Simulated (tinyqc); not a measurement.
Inside a calculation. Model: atomic layer deposition: Langmuir saturation, growth per cycle and coating of deep features. Computed by tinyqc, a small Python program that keeps every step. Command: `OMP_NUM_THREADS=1 python tinyqc.py 3021151 3021152 out.jsonl ald walk`. One thread of a shared host (Intel(R) Xeon(R) Processor @ 2.30GHz), about 0.01 s of CPU time with the checks. Intermediate numbers are printed to about 5 digits and carried at full precision; extremes and crossings named in words are read from the listed rows.

Precursor A sticks only on free sites, so a long enough pulse saturates; co-reactant B then frees the sites again.

Inputs (values chosen for the exercise, modelled on hafnium oxide from an amide and water):

| quantity | value | unit |
|---|---|---|
| precursor mass M | 411 | u |
| site density q | 3.1 | 1/nm^2 |
| growth per cycle at saturation G | 1.1 | angstrom |
| sticking probability beta on free sites | 0.0011 | - |
| precursor pressure p | 5.5 | Pa |
| temperature T | 275 | C |
| pulse time t | 1.4 | s |
| co-reactant completion per pulse c_B | 0.95 | - |
| desorption energy E_d | 2.03 | eV |
| purge time t_p | 7.9 | s |
| aspect ratio a | 6.3 | - |

Feature: round hole.

Constants: u = 1.6605390666e-27 kg; k_B = 1.380649e-23 J/K; k_B = 8.617333262e-05 eV/K.

## Flux and saturation time

Wall flux F = p/sqrt(2 pi M k_B T); rate of filling k_a = beta F/q; desorption k_d = 1e13 exp(-E_d/(k_B T)) per second. 1/m^2 = 1e-18/nm^2. Temperatures in kelvin are T(C) + 273.15.

flux F = 30531 1/(nm^2 s)

k_a = 10.833 1/s

k_d = 2.1670e-06 1/s

time to 99 % without desorption, ln(100)/k_a = 0.42509 s

## The first four cycles

One cycle from coverage th0: pulse A gives th1 = th_s + (th0 - th_s) exp(-(k_a + k_d) t), th_s = k_a/(k_a + k_d); the purge leaves th2 = th1 exp(-k_d t_p); pulse B converts c_B th2 into film and leaves th3 = (1 - c_B) th2. Growth = G c_B th2. Start from th0 = 0.

Cycles:

| cycle | th0 | th1 | th2 | th3 | growth (angstrom) |
|---|---|---|---|---|---|
| 1 | 0.000000 | 1.00000 | 0.99998 | 0.049999 | 1.0450 |
| 2 | 0.049999 | 1.00000 | 0.99998 | 0.049999 | 1.0450 |
| 3 | 0.049999 | 1.00000 | 0.99998 | 0.049999 | 1.0450 |
| 4 | 0.049999 | 1.00000 | 0.99998 | 0.049999 | 1.0450 |

## Steady growth per cycle

The periodic state has th0 = th3: th0 = (1 - c_B) e_p th_s (1 - e_a)/(1 - (1 - c_B) e_p e_a), with e_a = exp(-(k_a + k_d) t), e_p = exp(-k_d t_p). Share of impinging molecules used = q (th1 - th0)/(F t).

coverage after pulse A = 1.00000

growth per cycle = 1.0450 angstrom

share of impinging molecules used = 6.8900e-05

The pulse is 15.17 filling times long: saturated.

## Exposure for a deep feature

Diffusion-limited filling (Gordon) of a round hole of diameter w: a saturation front at depth z needs dz/dt = D_K n/(z (4q/w)), with Knudsen D_K = w c/3 and F = n c/4; including the entrance and floor terms, t = (q/F)(1 + 19a/4 + 3a^2/2). Reaction-limited filling needs ln(100)/k_a at any depth, k_a = beta F/q. Flow is molecular. The front picture holds when the modulus a sqrt(beta) is well above 1. Depth reached by the given pulse: solve the same formula for a. Exposure = p x diffusion-limited time; 1 langmuir = 1.33322e-4 Pa s.

diffusion-limited time = 0.0091851 s

exposure = 378.92 langmuir

modulus = 0.20895

aspect ratio reached by the front in time t = 94.301

Diffusion needs 0.00919 s and reaction 0.425 s: the surface reaction limits, and the walls fill evenly. Caution: the modulus is not well above 1 or the Gordon time is under three times ln(100)/k_a, so there is no sharp front: the Gordon time is only a lower bound and the reaction time must be met as well.

## Coverage along the feature as the dose grows

Continuum model with steady gas transport: d2n/dz2 = 3 beta (1 - th) n/d_h^2 (d_h the hydraulic diameter, n = 1 at the mouth, no flux at the floor, 60 cells), d th/dt = beta F n (1 - th)/q; no desorption. Times are multiples of the larger of the Gordon time and ln(100)/k_a.

Coverage:

| multiple | t (s) | top cell | quarter depth | half depth | three quarters | floor cell |
|---|---|---|---|---|---|---|
| 0.05 | 0.02125 | 0.205 | 0.201 | 0.198 | 0.196 | 0.195 |
| 0.10 | 0.04251 | 0.369 | 0.363 | 0.358 | 0.355 | 0.354 |
| 0.20 | 0.08502 | 0.602 | 0.595 | 0.590 | 0.587 | 0.586 |
| 0.40 | 0.17004 | 0.841 | 0.838 | 0.835 | 0.833 | 0.833 |
| 0.60 | 0.25505 | 0.937 | 0.935 | 0.934 | 0.933 | 0.933 |
| 0.80 | 0.34007 | 0.975 | 0.974 | 0.974 | 0.973 | 0.973 |
| 1.00 | 0.42509 | 0.990 | 0.990 | 0.990 | 0.989 | 0.989 |
| 1.30 | 0.55261 | 0.997 | 0.997 | 0.997 | 0.997 | 0.997 |

At a multiple of 0.2 the coverage is 0.60 at the top and 0.59 at the floor. All depths fill nearly together, since molecules bounce many times before they stick. In the last row the floor reaches 0.997.

Checks made by the program: periodic state against 400 explicit cycles (relative difference below 1e-10).
